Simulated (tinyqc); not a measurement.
Changing the starting thickness h0: spin coating of a resist or spin-on film: centrifugal thinning, evaporation and the final thickness (Emslie and Meyerhofer models). Computed by tinyqc, a small Python program. Command: `OMP_NUM_THREADS=1 python tinyqc.py 3110645 3110646 out.jsonl spincoat sweep`. One thread of a shared host (Intel(R) Xeon(R) Processor @ 2.30GHz), about 0.2 s of CPU time with the checks.

A Newtonian film stays uniform over the wafer; solvent and solids have the same density and the concentration is uniform through the thickness.

Inputs (values chosen for the exercise, of the order of those of a polymer resist in an ester solvent):

| quantity | value | unit |
|---|---|---|
| solids volume fraction c0 | 0.29 | - |
| kinematic viscosity of the solvent nu_s | 0.9 | mm^2/s |
| viscosity constant k | 930 | mm^2/s |
| viscosity exponent gamma | 2.3 | - |
| spin speed f | 4000 | rpm |
| evaporation rate at 1000 rpm e0 | 0.18 | micrometre/s |
| time t | 1.5 | s |
| wafer radius R | 50 | mm |
| shrinkage in the bake | 14 | % |

Method:
- omega = 2 pi f/60; nu(c) = nu_s + k c^gamma; evaporation rate e = e0 sqrt(f/1000 rpm).
- Flow constant K = 2 omega^2/(3 nu(c0)); Reynolds number of the air omega R^2/nu_air with nu_air = 15 mm^2/s.
- dh/dt = -K h^3 gives h = h0/sqrt(1 + 2 K h0^2 t); for long times h = 1/sqrt(2 K t).
- Full model for solids s and liquid l per area, h = s + l, c = s/h: ds/dt = -c Q, dl/dt = -(1 - c) Q - e, Q = 2 omega^2 h^3/(3 nu(c)); integrated adaptively (relative tolerance 1e-9) until l = 0.
- Dry film = s at l = 0, before the bake; film after the bake = s x (1 - shrinkage).

One run for each value:

| starting thickness h0 (micrometre) | dry film (nm) | h(t) without evaporation (micrometre) | time to dry (s) |
|---|---|---|---|
| 20 | 1911.9 | 10.601 | 14.887 |
| 39 | 1932.0 | 11.905 | 15.347 |
| 75 | 1934.8 | 12.332 | 15.464 |
| 140 | 1935.2 | 12.453 | 15.494 |
| 280 | 1935.2 | 12.490 | 15.503 |
| 540 | 1935.2 | 12.499 | 15.506 |
| 1000 | 1935.2 | 12.501 | 15.506 |
| 2000 | 1935.2 | 12.502 | 15.506 |

Over the rows, dry film (nm) rises from 1912 to 1935; h(t) without evaporation (micrometre) rises from 10.6 to 12.5; time to dry (s) rises from 14.9 to 15.5. The exponent of dry film stays between 0.00 and 0.02, near 0: the excess is flung off.

Extremes, crossings and ranges named in words are read from the listed rows.
